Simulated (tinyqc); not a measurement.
Inside a calculation. Model: anisotropic wet etching of Si(100): plane rates, V-grooves, membranes and undercut. Computed by tinyqc, a small Python program that keeps every step. Command: `OMP_NUM_THREADS=1 python tinyqc.py 3014128 3014129 out.jsonl wetetch walk`. One thread of a shared host (Intel(R) Xeon(R) Processor @ 2.30GHz), about 0.01 s of CPU time with the checks. Intermediate numbers are printed to about 7 digits and carried at full precision; extremes and crossings named in words are read from the listed rows.

A long slot opens the mask on a (100) wafer. The floor etches at R100; (111) walls stand at theta = arctan(sqrt2) = 54.7356 degrees to the surface and recede at R111 along their normal.

Inputs (values chosen for the exercise, close to those used for potassium hydroxide solutions): prefactor k0 of the (100) rate = 4.6e+08 um/min; activation energy of (100), E = 0.6 eV; ratio (100)/(111) at 80 C = 180; extra energy of (111), dE = 0.1 eV; ratio (100)/oxide at 80 C = 190; extra energy of the oxide, dE_ox = 0.27 eV; corner undercut rate over (100) rate, c = 1.7; bath temperature T = 75 C; width w (mask opening along <110>, or membrane width in the design step) = 120 um; misalignment of the mask = 0 degrees; etch time t = 18 min; wafer thickness d = 300 um; membrane thickness wanted = 42 um.

Constants: k_B = 8.617333262e-05 eV/K.

## Rates

R100 = k0 exp(-E/(k_B T)); a ratio given at 80 C scales as exp[(extra energy/k_B)(1/T - 1/353.15 K)]; R111 and R_ox follow by division. Temperatures in kelvin are T(C) + 273.15.

R100 = 0.9489184 um/min

R111 = 0.005028761 um/min

R_ox = 0.004396811 um/min

anisotropy R100/R111 = 188.6983

## Shape after the time t

A misaligned edge exposes ledges and adds R100 sin(misalignment) to the lateral rate (a simple estimate): u = R111/sin(theta) + R100 sin(misalignment). Top width W = w + 2 u t; floor width b = W - 2 z/tan(theta) = W - sqrt2 z. The floor lasts until b = 0, at t_V = w/(sqrt2 R100 - 2u); depth z = R100 t before t_V and W/sqrt2 after.

lateral rate u = 0.006158949 um/min

time t_V to close the V = 90.24895 min

top width W = 120.2217 um

depth z = 17.08053 um

floor width b = 96.06620 um

The floor remains; undercut per side is 0.111 um, 0.65 % of the depth.

## Designing a membrane from the back side

Etch depth d - membrane, time = depth/R100; for a membrane as wide as w the opening must be w + sqrt2 depth - 2 u time; oxide mask consumed R_ox x time; a 1 K error changes the depth by the fraction E/(k_B T^2); a convex mask corner, such as that of a mesa, would retreat by c x depth.

time to reach the membrane = 271.8885 min

opening needed = 481.5180 um

oxide consumed = 1195.442 nm

depth error per kelvin = 14.82058 um

retreat of a convex corner = 438.6 um

The error per kelvin is 35 % of the membrane, so a timed etch cannot hold it and an etch stop is needed. The oxide loss calls for a nitride mask. A corner retreat larger than the depth shows why mesas need compensation structures. Caution: the remaining silicon is too narrow for its thickness to act as a membrane. Caution: rates also depend on concentration, doping, additives and stirring, all held fixed here.

## Speed against selectivity over temperature

Each row etches to the depth d - membrane; undercut per side = (R111/sin(theta) + R100 sin(misalignment)) x time.

Etching to a fixed depth:
```
T (C)  R100 (um/min)  R100/R111  time (h)  undercut (um)  oxide consumed (nm)
30          0.048746   309.4923  88.21275       1.020976              314.302
40          0.101501   273.8806  42.36426       1.153730              437.206
50          0.201970   244.2071  21.29032       1.293919              595.874
60          0.385625   219.2528  11.15073       1.441186              797.168
70          0.709044   198.0891   6.06451       1.595162             1048.524
80          1.259508   180.0000   3.41403       1.755468             1357.895
90          2.167638   164.4277   1.98373       1.921721             1733.683
100         3.623555   150.9328   1.18668       2.093543             2184.672
```

From 30 to 100 C the time falls by a factor 74.3, while the oxide loss grows by 6.95 and the undercut by 2.05: the slower planes and the mask have the higher activation energies, so heat costs selectivity.

Checks made by the program: depth against time integration (relative difference below 1e-10).
